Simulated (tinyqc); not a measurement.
Inside a calculation. Model: ion implantation: universal nuclear stopping, Lindhard-Scharff electronic stopping and a Gaussian range profile. Computed by tinyqc, a small Python program that keeps every step. Command: `OMP_NUM_THREADS=1 python tinyqc.py 3026933 3026934 out.jsonl implant walk`. One thread of a shared host (Intel(R) Xeon(R) Processor @ 2.30GHz), about 0.09 s of CPU time with the checks. Intermediate numbers are printed to about 5 digits and carried at full precision; extremes and crossings named in words are read from the listed rows.

An ion slows by elastic collisions with screened nuclei and by friction with electrons; channelling is ignored and the target is uniform.

Inputs (values chosen for the exercise, modelled on fluorine ions in germanium): ion atomic number Z1 = 9; ion mass M1 = 19 u; target atomic number Z2 = 32; target mass M2 = 72.63 u; target density N = 44.2 1/nm^3; ion energy E = 360 keV; scale factor of electronic stopping k = 1; dose Q = 2.1e+15 1/cm^2; background C_B = 1.2e+16 1/cm^3; displacement energy E_d = 15 eV; fraction allowed through the mask = 0.01.

Follow-up: mask.

## Stopping at the entry energy

Reduced energy eps = 32.53 M2 E/(Z1 Z2 (M1 + M2)(Z1^0.23 + Z2^0.23)), E in keV; s_n = ln(1 + 1.1383 eps)/(2 (eps + 0.01321 eps^0.21226 + 0.19593 eps^0.5)) for eps up to 30 and ln(eps)/(2 eps) above; S_n = 8.462 Z1 Z2 M1 s_n/((M1 + M2)(Z1^0.23 + Z2^0.23)) in 1e-15 eV cm^2. S_e = k 3.83 Z1^(7/6) Z2/(Z1^(2/3) + Z2^(2/3))^(3/2) sqrt(E/M1) in 1e-15 eV cm^2, E in keV. dE/dx = N (S_n + S_e); 1e-15 eV cm^2 = 0.1 eV nm^2.

reduced energy eps = 8.3140

s_n = 0.13191

S_n = 17.195 x 1e-15 eV cm^2

S_e = 126.64 x 1e-15 eV cm^2

energy loss dE/dx = 635.77 eV/nm

Electronic stopping carries 88 % of the loss at entry.

## Range and straggle

Path length R = int_0^E dE'/(N (S_n + S_e)); energy lost to nuclei nu = int_0^E S_n/(S_n + S_e) dE' (both with E' = E y^3 and 64 Gauss-Legendre points in y). Estimates of Lindhard type: R_p = R/(1 + M2/(3 M1)), straggle dR_p = (2/3) R_p sqrt(M1 M2)/(M1 + M2).

path length R = 770.58 nm

projected range R_p = 338.84 nm

straggle dR_p = 91.579 nm

energy lost to nuclei nu = 98.627 keV

27 % of the energy goes to nuclei over the whole path. Caution: the estimates of R_p and dR_p assume mainly nuclear stopping and an ion not much lighter than the target; here they are rough, and for light ions in heavy targets the straggle can be low by a factor of two or more.

## Gaussian profile

C(x) = C_p exp(-(x - R_p)^2/(2 dR_p^2)) with C_p = Q/(sqrt(2 pi) dR_p), 1 nm = 1e-7 cm; the profile falls to the background at x_j = R_p + dR_p sqrt(2 ln(C_p/C_B)); the peak atomic fraction is C_p/N.

peak concentration C_p = 9.1482e+19 1/cm^3

Depth x_j where C falls to C_B = 726.05 nm

peak atomic fraction = 0.0020697

## Damage

Kinchin-Pease count with efficiency 0.8: N_d = 0.8 nu/(2 E_d), taking all of nu as damage energy (an upper estimate, as recoils also lose energy to electrons). Spread over a depth R_p + dR_p, displacements per atom = Q N_d/(N (R_p + dR_p)).

displacements per ion N_d = 2630.1

displacements per atom = 2.9032

One displacement per atom would need a dose of 7.2e14 per cm^2 if no defects annealed. Caution: above a few tenths of a displacement per atom cascades overlap, so the count overstates new damage; heavy ions turn silicon and germanium amorphous at such levels, while light ions such as boron and metal targets anneal much of the damage.

## Mask thickness

For a mask that stops like the target, the fraction beyond d is (1/2) erfc((d - R_p)/(sqrt2 dR_p)); solve for d.

number of straggles beyond R_p = 2.3263

mask thickness d = 551.88 nm

## Nuclear against electronic stopping over energy

The formulas are those given above.

Stopping (1e-15 eV cm^2) and range:
```
E (keV)         eps     S_n     S_e  R (nm)     nu/E
1        2.3094e-02  28.759    6.67   11.89  0.82666
2        4.6189e-02  35.090    9.44   17.51  0.81296
5        1.1547e-01  42.272   14.93   30.67  0.78228
10       2.3094e-01  45.438   21.11   48.82  0.74583
20       4.6189e-01  45.421   29.85   80.52  0.69328
50       1.1547e+00  39.665   47.20  163.63  0.59096
100      2.3094e+00  32.027   66.75  285.32  0.48715
200      4.6189e+00  23.629   94.40  494.03  0.37018
500      1.1547e+01  14.113  149.25  976.82  0.22564
```

Nuclear stopping peaks near 10 keV among these rows (eps = 0.23; the universal curve peaks near 0.3). Electronic stopping overtakes it between 20 and 50 keV. The path length grows as E^0.56 at the low end and E^0.74 at the high end; constant stopping would give E^1, and stopping that rises with E, be it nuclear (below its peak) or electronic, gives a lower exponent.

Checks made by the program: range against adaptive quadrature (relative difference 1e-06).
